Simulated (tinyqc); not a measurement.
Worked calculation: Pariser-Parr-Pople SCF with singles CI, for the molecule C=CC(=N)C(=C)C=O (SMILES; centres numbered as the heavy atoms are written). One step of it, computed by the program tinyqc.

Question. Singles CI, triplets. Over the 6 single excitations with the smallest orbital gaps: A = (e_a - e_i) delta - (ij|ab), with (pq|rs) = sum c_mp c_mq gamma_mn c_nr c_ns.

orbital energies (eV): -15.629063  -14.044576  -12.247855  -11.446219  -2.246310  -1.287093  0.724270  2.722562

coefficients:
```
         MO1        MO2        MO3        MO4        MO5        MO6        MO7        MO8
1C  0.147043  -0.245706   0.431795  -0.413996   0.301756   0.523209  -0.395890   0.196556
2C  0.275946  -0.368811   0.456775  -0.333513  -0.117803  -0.338926   0.469596  -0.344511
3C  0.460516  -0.351826  -0.010241   0.237652  -0.317507  -0.337968  -0.280913   0.560014
4N  0.313619  -0.336239  -0.020882   0.668528   0.385160   0.306410   0.170558  -0.264377
5C  0.526815   0.071331  -0.455509  -0.260711  -0.282038   0.174804  -0.300682  -0.491333
6C  0.273477   0.043663  -0.435958  -0.332129   0.654551  -0.259568   0.235205   0.267956
7C  0.358907   0.413665   0.091120  -0.002398  -0.276642   0.450245   0.537326   0.351836
8O  0.332659   0.623423   0.445554   0.188898   0.247777  -0.320343  -0.283370  -0.148897
```

repulsion gamma_rs (eV):
```
           1C         2C         3C         4N         5C         6C         7C         8O
1C  11.130000   7.553862   5.239602   4.708818   3.670230   2.868793   3.276555   2.523678
2C   7.553862  11.130000   7.554960   5.296469   5.239602   3.670029   4.668463   3.317824
3C   5.239602   7.554960  11.130000   7.727673   7.553862   5.238761   5.239602   3.728514
4N   4.708818   5.296469   7.727673  12.300000   5.296203   4.708976   3.689614   2.902225
5C   3.670230   5.239602   7.553862   5.296203  11.130000   7.552439   7.554960   5.413514
6C   2.868793   3.670029   5.238761   4.708976   7.552439  11.130000   5.239019   4.790050
7C   3.276555   4.668463   5.239602   3.689614   7.554960   5.239019  11.130000   8.105103
8O   2.523678   3.317824   3.728514   2.902225   5.413514   4.790050   8.105103  15.200000
```

Give: triplet CI matrix; triplet excitation energies.

Answer.

triplet CI matrix (eV):
```
         4>5      3>5      4>6      3>6      2>5      4>7
4>5   3.3809  -0.7447  -0.8839   1.0826   0.4796  -0.5129
3>5  -0.7447   4.2137   1.0826   0.2820  -0.0420  -0.4360
4>6  -0.8839   1.0826   4.4662   0.3205   0.2561   0.3029
3>6   1.0826   0.2820   0.3205   5.2013   0.9743  -0.8838
2>5   0.4796  -0.0420   0.2561   0.9743   6.4031   0.6113
4>7  -0.5129  -0.4360   0.3029  -0.8838   0.6113   6.7096
```

triplet excitation energies (eV): 2.3735  3.1625  4.3317  5.9340  7.1783  7.3949
